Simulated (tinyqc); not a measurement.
Strain-driven crossing of the Gamma and L valleys in a germanium-like crystal alloyed with tin: one step. Electrons in the Gamma valley. Three cases, with inputs chosen for the exercise.

Task: Non-degenerate, parabolic: share = mG^(3/2)/(mG^(3/2) + (mL^(3/2)/4) sum_i exp(-(E_Li - E_Gamma)/kT)). Also the offset at which four equal L valleys hold half of the electrons, kT ln((mL/mG)^(3/2)), and the wavelength hc/E of the direct gap.

Constants: kB = 8.617333262e-05 eV/K; hc = 1239.841984 eV nm.

Case 1.

Values chosen (out of a larger set: near those of Ge, gaps at low temperature; not measured data): mG = 0.0418 m0 (mass at Gamma); mL = 0.563 m0 (density-of-states mass of the four L valleys together); T = 77 K (temperature).

Gamma edge = 0.356260 eV

L edges (eV): [111] 0.603352, [1-1-1] 0.603352, [-11-1] 0.603352, [-1-11] 0.603352

direct and indirect gap (eV): [0.257982, 0.505074]

Case 2.

Values chosen (out of a larger set: near those of Ge, gaps at low temperature; not measured data): mG = 0.0405 m0 (mass at Gamma); mL = 0.539 m0 (density-of-states mass of the four L valleys together); T = 77 K (temperature).

Gamma edge = 0.800759 eV

L edges (eV): [111] 0.664689, [1-1-1] 0.664689, [-11-1] 0.664689, [-1-11] 0.664689

direct and indirect gap (eV): [0.773901, 0.637831]

Case 3.

Values chosen (out of a larger set: near those of Ge, gaps at low temperature; not measured data): mG = 0.042 m0 (mass at Gamma); mL = 0.551 m0 (density-of-states mass of the four L valleys together); T = 300 K (temperature).

Gamma edge = 0.479938 eV

L edges (eV): [111] 0.427938, [1-1-1] 0.632241, [-11-1] 0.632241, [-1-11] 0.632241

direct and indirect gap (eV): [0.405801, 0.353800]

Give: (mL/mG)^(3/2); share in Gamma; offset for an even split; wavelength.

Result:

Case 1.

(mL/mG)^(3/2) = 49.43
share in Gamma = 100 %
offset for an even split = 25.9 meV
wavelength = 4806 nm

With the L valleys as they lie here, Gamma must be 26 meV below the lowest of them to hold half of the electrons at 77 K; it lies 247 meV below. A direct gap alone is not enough.

Case 2.

(mL/mG)^(3/2) = 48.55
share in Gamma = 2.56e-09 %
offset for an even split = 25.8 meV
wavelength = 1602 nm

With the L valleys as they lie here, Gamma must be 26 meV below the lowest of them to hold half of the electrons at 77 K; it lies 136 meV above. A direct gap alone is not enough.

Case 3.

(mL/mG)^(3/2) = 47.52
share in Gamma = 1.11 %
offset for an even split = 99.8 meV
wavelength = 3055 nm

With the L valleys as they lie here, Gamma must be 64 meV below the lowest of them to hold half of the electrons at 300 K; it lies 52 meV above. A direct gap alone is not enough.

Computed by tinyqc, one run a case: `OMP_NUM_THREADS=1 python tinyqc.py N N+1 out.jsonl` with N = 1080891, 1081098, 1081188; one thread of a shared Intel(R) Xeon(R) Processor @ 2.30GHz, about 0.01 s a run at most.
